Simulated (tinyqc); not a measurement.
Disorder broadening of a semi-elliptic band in the self-consistent Born approximation: one step of the calculation.

The local Green function is G = g0(z - Sigma) with z = E + i eta and g0(z) = (z - sqrt(z - 2t) sqrt(z + 2t))/(2 t^2), principal roots; the self-energy is Sigma = D G. The density of states is -Im G/pi.

Problem. Density of states and lifetime. G = Sigma/D, density of states -Im G/pi, lifetime hbar/(2 |Im Sigma|); without disorder the density of states is -Im g0(z)/pi. Closed form: G = (z - sqrt(z^2 - 4 (t^2 + D)))/(2 (t^2 + D)) with the root that gives Im G < 0; for eta -> 0 a semi-ellipse of half-width 2 sqrt(t^2 + D).

Inputs (values chosen for the exercise):

| symbol | value | unit | meaning |
|---|---|---|---|
| t | 0.6 | eV | hopping |
| D | 0.1 | eV^2 | variance of the random site energy |
| eta | 0.006 | eV | bare broadening |
| E | 0.634 | eV | energy from the band centre |

Constants: q = 1.602176634e-19 C, hbar = 1.054571817e-34 J s. Results are converted to the units shown.

converged Sigma = 0.06856825-0.12969608i eV

Give: density of states; lifetime; density of states without disorder.

Solution.

density of states = 0.41284 1/eV
lifetime = 2.5375 fs
density of states without disorder = 0.44779 1/eV

Disorder makes the density of states at this energy 7.8 % below the clean value.

Range of the model: The self-consistent Born approximation misses band tails from rare fluctuations and localisation.

tinyqc, about 0.01 s, one thread, Intel Xeon 2.30GHz (shared host): `OMP_NUM_THREADS=1 python tinyqc.py 2720006 2720007 out.jsonl`
